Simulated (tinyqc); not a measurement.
Inside a calculation: zigzag graphene nanoribbon in tight binding. Values are carried at full precision from step to step, so a last printed digit may differ when a step is redone from the rounded ones.

A zigzag ribbon of N chains, sites A1, B1, A2, ..., BN across it. For each k it is a chain with bonds -2t cos(k/2) (A_n to B_n) and -t (B_n to A_(n+1)), and +D, -D on A and B. A1 and BN are the edge sites; the Dirac points project to k = 2 pi/3.

Inputs chosen for the exercise (near those used for graphene; shifted at random, so the results belong to these values and not to a real crystal):
- t = 2.53 eV (hopping)
- N = 3 (zigzag chains)
- D = 0 eV (sublattice potential, +D on A and -D on B)
- k = 2.32 (k times the period sqrt3 acc)
- acc = 1.42 angstrom (bond length)

## The chain at this k

Form the k-dependent bond and the matrix.

2 cos(k/2) = 0.79868

H(k) (eV), rows A1, B1, A2, B2, A3, B3 and columns alike:
```
[[0, -2.0207, 0, 0, 0, 0],
 [-2.0207, 0, -2.5300, 0, 0, 0],
 [0, -2.5300, 0, -2.0207, 0, 0],
 [0, 0, -2.0207, 0, -2.5300, 0],
 [0, 0, 0, -2.5300, 0, -2.0207],
 [0, 0, 0, 0, -2.0207, 0]]
```

An edge state of the finite ribbon needs 2 cos(k/2) < N/(N + 1) = 0.7500: not met here.

## Levels and where the middle pair lives

Diagonalise H; average the weights of the two middle levels.

levels (eV): [-4.0906, -2.7922, -0.7223, 0.7223, 2.7922, 4.0906]

weights: A1 0.310, B1 0.040, A2 0.150, B2 0.150, A3 0.040, B3 0.310

The two edge sites hold 62.0 % of the middle pair, against 33.3 % for an even spread.

## The edge state from the half-plane solution

On a half plane the state lives on one sublattice with amplitudes (-x)^n, x = 2 cos(k/2): weight 1 - x^2 on the edge site, decay length -1.5 acc/ln x of the amplitude. The two edges mix to |E| = sqrt(D^2 + e^2), e about t x^N (1 - x^2).

edge weight = 0.3621
decay length = 9.475 angstrom
e = 0.4667 eV
|E| = 0.4667 eV

Diagonalising the chain of 6 sites gives |E| = 0.7223 eV; the estimate is -35.4 % from it, since it drops terms of order x^(2N).

## Checks

- Level at k = pi next to the edge pair against sqrt(t^2 + D^2): both 2.53000.

Computed by tinyqc, a small Python program: `OMP_NUM_THREADS=1 python tinyqc.py 1481839 1481840 out.jsonl` (the numbers bound the seed that draws the inputs); one thread of a shared host (Intel(R) Xeon(R) Processor @ 2.30GHz), about 0.01 s for the whole set of steps.
